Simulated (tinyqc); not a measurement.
# Random telegraph noise from one oxide trap in a small MOSFET, step by step

tinyqc, about 0.01 s, one thread, Intel Xeon 2.30GHz (shared host): `OMP_NUM_THREADS=1 python tinyqc.py 2710145 2710146 out.jsonl` Printed values are rounded.

An acceptor-like trap exchanges electrons with the channel. Inversion charge Q = Cox u, u = n Vt W0(exp((Vg - VT)/(n Vt))), W0 the Lambert function, n = nf, Cox = eps0 eox/tox; linear regime Id = (W/L) mu Q Vd. Relative to threshold the surface potential rises by Vt ln(u/u0) and the oxide voltage by the rest of Vg - VT, with u0 = n Vt W0(1).

Values chosen for this exercise; values of the order met in silicon transistors:

| symbol | value | unit | meaning |
|---|---|---|---|
| T | 300 | K | temperature |
| eox | 7.56 |  | relative permittivity of the gate insulator (close to silicon nitride) |
| tox | 4.3 | nm | insulator thickness |
| xt | 1.9 | nm | depth of the trap from the channel interface |
| E0 | 0.35 | eV | trap level above the channel Fermi level at threshold |
| s0 | 3e-17 | cm^2 | capture prefactor |
| EB | 0.36 | eV | capture barrier (lattice relaxation) |
| lt | 0.12 | nm | tunnelling decay length |
| vth | 2.2e7 | cm/s | thermal velocity |
| zi | 1.6 | nm | thickness of the inversion layer |
| VT | 0.35 | V | threshold voltage |
| nf | 1.1 |  | body factor |
| W | 120 | nm | gate width |
| L | 110 | nm | gate length |
| mu | 110 | cm^2/(V s) | mobility |
| asc | 3.4e-16 | V s | scattering coefficient of the charged trap |
| Vd | 0.02 | V | drain voltage |
| Vg | 1.08 | V | gate voltage |

Constants: q = 1.602176634e-19 C, kB = 1.380649e-23 J/K, Vt = kB T/q, eps0 = 8.8541878128e-14 F/cm where lengths are in cm. Results are converted to the units shown.

Range of the model: VT is taken as given; short-channel effects and the uneven flow of current among few electrons are left out.

## Trap level, time constants and occupancy

N = Cox u/q; dpsi = Vt ln(u/u0); E = E0 - dpsi - (xt/tox)(Vg - VT - dpsi); capture time tc = 1/[(N/zi) vth s0 exp(-xt/lt - EB/Vt)]; emission time te = tc exp(-E/Vt); occupancy te/(tc + te).

u = 0.641391 V
N = 6.23182e12 cm^-2
dpsi = 0.0952151 V
E = -0.0257015 eV
tc = 326.606 s
te = 882.653 s
occupancy = 0.729912

The trap lies 0.99 Vt below the Fermi level, so it is filled 73.0 % of the time.

## Step height

A = W L; threshold step dV = q (1 - xt/tox)/(Cox A); gm/Id = 1/(u + n Vt); relative step dI/I = (gm/Id) dV + asc mu/A. Id as defined.

electrons in the channel N A = 822.600
dV = 0.435188 mV
gm/Id = 1.49292 1/V
number part of dI/I = 0.0649701 %
dI/I = 0.0933034 %
Id = 2.39627 uA
dI = 2.23581 nA

## Lorentzian spectrum

Spectrum S(f) = 4 dI^2/{(tc + te)[(1/tc + 1/te)^2 + (2 pi f)^2]}; corner fc = (1/tc + 1/te)/(2 pi); variance dI^2 tc te/(tc + te)^2. Give S at f = 0, at fc and at 10 fc.

fc = 6.67614e-4 Hz
S(0) = 9.39720e-16 A^2/Hz
S(fc) = 4.69860e-16 A^2/Hz
S(10 fc) = 9.30416e-18 A^2/Hz
rms current = 0.992709 nA

The rms value is 0.444 of the step; it reaches its largest share, 1/2, when tc = te.
